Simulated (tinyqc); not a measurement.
Biaxial strain splits the top of the valence band: sp3s* tight binding, strained.

sp3s* tight binding, nearest neighbours only: anion (a) at 0, cation (c) at a/4 (1,1,1), orbitals s, px, py, pz, s* on each; k in units of 2 pi/a. With phases e_j = exp(i (pi/2) k.n_j) for n = (1,1,1), (1,-1,-1), (-1,1,-1), (-1,-1,1): g0 = (e1+e2+e3+e4)/4, g1 = (e1+e2-e3-e4)/4, g2 = (e1-e2+e3-e4)/4, g3 = (e1-e2-e3+e4)/4. The diagonal holds the levels Esa, Epa, Exa (s*) and Esc, Epc, Exc. Anion-cation block: <sa|sc> = Vss g0; <sa|xc> = Vsapc g1; <xa|sc> = -Vscpa g1; <xa|xc> = Vxx g0; <xa|yc> = <ya|xc> = Vxy g3, <xa|zc> = <za|xc> = Vxy g2, <ya|zc> = <za|yc> = Vxy g1; <s*a|xc> = Vxapc g1; <xa|s*c> = -Vpaxc g1; y and z take g2 and g3 in place of g1; s-s* and s*-s* vanish.

Strain e moves each bond vector to d = (1 + e) d0 (no internal displacement for the diagonal strains used here) and k is given in fractions of the strained reciprocal cell, so the phases stay. Two-centre values Vss_sigma = Vss/4, Vsp_sigma = sqrt3 V/4 for each s-p and s*-p pair, Vpp_sigma = (Vxx + 2 Vxy)/4, Vpp_pi = (Vxx - Vxy)/4 are scaled by (d0/d)^eta and combined with the new direction cosines; the levels on the diagonal stay.

Parameters, chosen for this exercise (near a published set for Si, fitted to gaps, whose masses and valley positions are rough; spin-orbit coupling, where it is added without a refit, lifts the valence top and shrinks all gaps by about a third of the splitting; not measured data): Esa = -4.223 eV (s level of the anion); Epa = 1.719 eV (p level of the anion); Esc = -4.223 eV (s level of the cation); Epc = 1.719 eV (p level of the cation); Exa = 6.714 eV (s* level of the anion); Exc = 6.714 eV (s* level of the cation); Vss = -8.358 eV (s-s); Vxx = 1.704 eV (px-px); Vxy = 4.603 eV (px-py); Vsapc = 5.752 eV (s anion, p cation); Vscpa = 5.752 eV (s cation, p anion); Vxapc = 5.393 eV (s* anion, p cation); Vpaxc = 5.393 eV (p anion, s* cation); eta = 2 (scaling exponent); D001 = 0.73 (ratio -ezz/exx).

No spin-orbit coupling; k = 0; exx = eyy = e, ezz = -D001 e. The four bonds keep equal lengths, and the sums over them give Vxx(e) for px and py and Vzz(e) for pz; each level is the lower root of [[Epa, V], [V, Epc]], and the s level the upper root of the s block. The shear potential b follows from E(x,y) - E(z) = 3 b (exx - ezz), taken as the slope between e = -0.005 and 0.005.

Couplings and levels at Gamma (eV):

| e | ezz | Vxx(e) | Vzz(e) | E(x,y) | E(z) | E(x,y) - E(z) (meV) | upper s level |
|---|---|---|---|---|---|---|---|
| -0.020 | 0.0146 | 1.6233 | 1.9517 | 0.0957 | -0.2327 | 328.5 | 4.2760 |
| -0.010 | 0.0073 | 1.6645 | 1.8262 | 0.0545 | -0.1072 | 161.7 | 4.2057 |
| -0.005 | 0.0037 | 1.6845 | 1.7647 | 0.0345 | -0.0457 | 80.3 | 4.1704 |
| 0.005 | -0.0037 | 1.7231 | 1.6441 | -0.0041 | 0.0749 | -79.0 | 4.0996 |
| 0.010 | -0.0073 | 1.7418 | 1.5850 | -0.0228 | 0.1340 | -156.8 | 4.0641 |
| 0.020 | -0.0146 | 1.7779 | 1.4693 | -0.0589 | 0.2497 | -308.6 | 3.9931 |

b = -3.069 eV

What can be read from this table?

Under tension in the plane (e > 0) the bonds tilt towards the plane, Vxx grows to 1.7418 and Vzz falls to 1.5850 eV at e = 0.01, and the pz state forms the top of the valence band, by 156.8 meV; under compression (e = -0.01) the px, py pair does, by 161.7 meV. The slope gives b = -3.07 eV, a rough value, since on-site strain terms are left out (measured values lie near -2 eV).

Program tinyqc; command `OMP_NUM_THREADS=1 python tinyqc.py 1450929 1450930 out.jsonl`; about 0.2 s on one thread of a shared Intel(R) Xeon(R) Processor @ 2.30GHz.
